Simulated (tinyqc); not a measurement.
Inside a calculation. Method: plane-wave Kohn-Sham cycle with exchange-only LDA in a layered model solid. Computed by tinyqc, a small Python program that keeps every step. Settings: points = 16, plane-wave index or count = 3, electrons = 2, k points = 3, area = 33.0, mixing = 0.1, iteration cap = 79, Kerker q0 = 1.49. Command: `OMP_NUM_THREADS=1 python tinyqc.py 23996 23997 out.jsonl` (the two numbers bound the seeds that draw the settings). One thread of a shared host (Intel(R) Xeon(R) Processor @ 2.60GHz), about 0.03 s of CPU time with the checks.

A solid whose potential varies along x alone (atomic units):
```
parameter                      value
period a                   14.000000
cross-section of the cell  33.000000
electrons per cell                 2
grid points                       16
plane waves -n..n, n               3
k points                           3
V1 in V1 cos(2 pi x/a)     -0.320000
V2 in V2 cos(4 pi x/a)      0.030000
```

Stop when sqrt(dV sum R^2) is below 1e-8, dV = a A/N.

Course of the cycle:
```
iteration  E (hartree)  norm of the residual
1          -0.61644585              1.15e-01
2          -0.61190660              1.13e-01
3          -0.60742949              1.11e-01
4          -0.60301910              1.10e-01
5          -0.59867894              1.08e-01
6          -0.59441171              1.07e-01
7          -0.59021940              1.05e-01
8          -0.58610342              1.04e-01
9          -0.58206471              1.02e-01
10         -0.57810382              1.01e-01
11         -0.57422096              9.94e-02
...                ...                   ...
69         -0.45064546              4.86e-02
70         -0.44968877              4.80e-02
71         -0.44875641              4.75e-02
72         -0.44784782              4.69e-02
73         -0.44696245              4.63e-02
74         -0.44609977              4.58e-02
75         -0.44525927              4.52e-02
76         -0.44444043              4.47e-02
77         -0.44364276              4.42e-02
78         -0.44286575              4.36e-02
79         -0.44210894              4.31e-02
```

Can the last value be used, and what does the course show?

Not by the stop rule. Not converged within 79 iterations: the residual falls steadily but slowly, by a factor of about 0.99 a step. Reruns (cap 100 unless said): mixing 0.5, Kerker q0 1.0: not converged; mixing 0.3, Pulay depth 5: converged in 27 (E = -0.41639); the original settings with a cap of 400: not converged.
